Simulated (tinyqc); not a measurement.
Worked calculation: Hubbard chain of 4 sites. One step of it, computed by the program tinyqc.

Task: Mean-field iteration 1. H(up) = T + U n(down), H(down) = T + U n(up); fill the lowest levels; n(new) = n + mixing (n(out) - n); E = tr T (rho up + rho down) + U sum n_up n_down of the output.

one-body matrix (hopping and site energies) (eV):
```
           1          2          3          4
1   0.000000  -1.820000   0.000000   0.000000
2  -1.820000   0.000000  -1.820000   0.000000
3   0.000000  -1.820000   0.000000  -1.820000
4   0.000000   0.000000  -1.820000   0.000000
```

U = 10.900000 eV

electrons, up and down: 2  2

mixing = 0.500000

n(up) at the start (a guess, not normalised): 1 0.950000, 2 0.050000, 3 0.950000, 4 0.050000

n(down) at the start (a guess): 1 0.050000, 2 0.950000, 3 0.050000, 4 0.950000

Give: levels, up; levels, down; energy; n(up) after iteration 1; n(down) after iteration 1.

Result:

levels, up (eV): -0.2711  0.4177  10.4823  11.1711

levels, down (eV): -0.2711  0.4177  10.4823  11.1711

energy = -1.7881 eV

n(up) after iteration 1: 1 0.9606, 2 0.0526, 3 0.9474, 4 0.0394

n(down) after iteration 1: 1 0.0394, 2 0.9474, 3 0.0526, 4 0.9606
